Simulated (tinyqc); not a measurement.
# Ferroelectric switching, Landau-Khalatnikov equation: switching time against field

One domain: rho dP/dt = E - (2 al P + 4 be P^3), with al = -3 sqrt(3) Ec/(4 Pr), be = 3 sqrt(3) Ec/(8 Pr^3), so that the static loop has remanence Pr and coercive field Ec. With P in uC/cm^2, E in kV/cm, rho in ohm m and t in ns, dP/dt = [E - 2 al P - 4 be P^3]/(100 rho).

In the constant field E = Em the time to go from -Pr to 0 is the integral of dP/(dP/dt); tau = 100 rho/(-4 al). Near Ec the bottleneck estimate is pi 100 rho/sqrt(c (Em - Ec)) with c = 12 be Pr/sqrt(3); for large fields the time tends to 100 rho Pr/Em.

Inputs (values chosen for the exercise); remanent polarisation and coercive field close to those of strontium bismuth tantalate films:
- Pr = 11 uC/cm^2 (remanent polarisation)
- Ec = 41 kV/cm (static coercive field)
- rho = 11 ohm m (viscosity of the polarisation)

Results:
```
Em (kV/cm),Em/Ec,time (ns),time/tau,bottleneck estimate (ns),large-field limit (ns)
41.5,1.012,3719,65.48,3958,291.6
44,1.073,1374,24.20,1616,275.0
48.3,1.178,796.7,14.03,1036,250.5
58.5,1.427,439.7,7.741,669.0,206.8
82.9,2.022,225.2,3.964,432.3,146.0
142,3.463,106.1,1.867,278.5,85.21
282,6.878,47.49,0.8362,180.3,42.91
619,15.10,20.44,0.3598,116.4,19.55
```

Estimate the missing row, Em = 42.3 kV/cm.

Computed row:
```
Em (kV/cm),Em/Ec,time (ns),time/tau,bottleneck estimate (ns),large-field limit (ns)
42.3,1.032,2214,38.98,2455,286.1
```

With this row back in the table: The switching time falls from 3720 to 20.4 ns. Against Em - Ec it goes with exponent -0.54 between the first two rows (-1/2 at a saddle-node bottleneck) and -0.96 between the last two. The bottleneck estimate is 6.4 % above the time in the first row, the large-field limit 4.3 % below it in the last.

tinyqc, about 0.01 s, one thread, Intel Xeon 2.30GHz (shared host): `OMP_NUM_THREADS=1 python tinyqc.py 2860106 2860107 out.jsonl`
